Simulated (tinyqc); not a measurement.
Single-electron transistor, orthodox theory and master equation: one step of the calculation.

A metal island with n extra electrons joins the left lead (voltage V) and the right lead (0 V) by tunnel junctions and couples to a gate. Cs = CL + CR + Cg. Adding electron n + 1 costs mu(n) = [q (n + 1/2) - CL V - Cg Vg]/Cs (in volts); the Fermi levels are -V (left) and 0 (right). A jump that gains the energy W has the rate G(W) = (W/q)/(R [1 - exp(-W/Vt)]), W in volts, Vt = kB T/q. Sequential tunnelling only; I > 0 flows from left to right.

Question. Charging energy and addition levels. q/Cs, the gate period q/Cg, and mu(n) for the transitions kept.

Parameters, values chosen for the exercise: capacitance of the left junction CL = 90 aF; capacitance of the right junction CR = 200 aF; gate capacitance Cg = 62 aF; temperature T = 0.47 K; bias of the left lead V = 0.15 mV; gate voltage Vg = 0.74 mV; lowest charge state kept n0 = -1; highest charge state kept n1 = 1.

Constants: q = 1.602176634e-19 C, kB = 1.380649e-23 J/K, Vt = kB T/q. Results are converted to the units shown.

Find: q/Cs; q/Cg; kB T/(q^2/Cs); mu(n).

Answer.

q/Cs = 0.4552 mV
q/Cg = 2.584 mV
kB T/(q^2/Cs) = 0.08898
mu(n), n to n + 1, n -1 to 0 (mV): -0.3963  0.0589

Range of the model: Cotunnelling, which dominates deep in the blockade, is left out.

tinyqc, about 0.01 s, one thread, Intel Xeon 2.30GHz (shared host): `OMP_NUM_THREADS=1 python tinyqc.py 2780113 2780114 out.jsonl`
